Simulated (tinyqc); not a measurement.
Van der Pauw, Hall and four-point-probe measurements on a doped layer: correction factor against the shape of the sample.

A uniform p-type layer with sheet resistance Rs = 1/(q ns mu), point contacts, low field (mu B small).

Rs = 1/(q ns mu). For a rectangle with contacts at the corners, RA = (8 Rs/pi) sum_(k>=0) ln coth((2k + 1) pi a/(2 b)) with current along a short side b and voltage along the opposite one, RB the same with a and b exchanged. ar = a/b. F = Rs/[(pi/ln 2)(RA + RB)/2]; small-asymmetry estimate 1 - (ln 2/2) d^2 - ((ln 2)^2/4 - (ln 2)^3/12) d^4 with d = (RB - RA)/(RB + RA).

Inputs (values chosen for the exercise):
- ns = 2.8e13 cm^-2 (sheet density of the layer)
- mu = 75 cm^2/(V s) (drift mobility)

Constants: q = 1.602176634e-19 C. Results are converted to the units shown.

Correction factor against the shape of the sample:
```
ar    RA (ohm)  RB (ohm)  RB/RA       F  estimate of F
1        655.8     655.8  1.000   1.000          1.000
1.14     421.8     967.3  2.293  0.9442         0.9444
1.29     263.1      1339  5.089  0.8185         0.8249
1.43     169.5      1710  10.09  0.6977         0.7254
1.57     109.1      2097  19.22  0.5944         0.6577
1.71     70.30      2494  35.48  0.5114         0.6167
1.86     43.88      2927  66.70  0.4415         0.5917
2        28.27      3335  118.0  0.3899         0.5787
```

RB/RA rises from 1.00 to 118 and F falls from 1.00 to 0.390. The estimate is 0.78 % above F at a/b = 1.29 and 48 % above it in the last row. RA shrinks about as exp(-pi a/b): by a factor of 1.55 between the last two rows, against 1.55.

Program tinyqc, `OMP_NUM_THREADS=1 python tinyqc.py 2850101 2850102 out.jsonl`; Intel Xeon 2.30GHz, shared host, one thread, about 0.01 s.
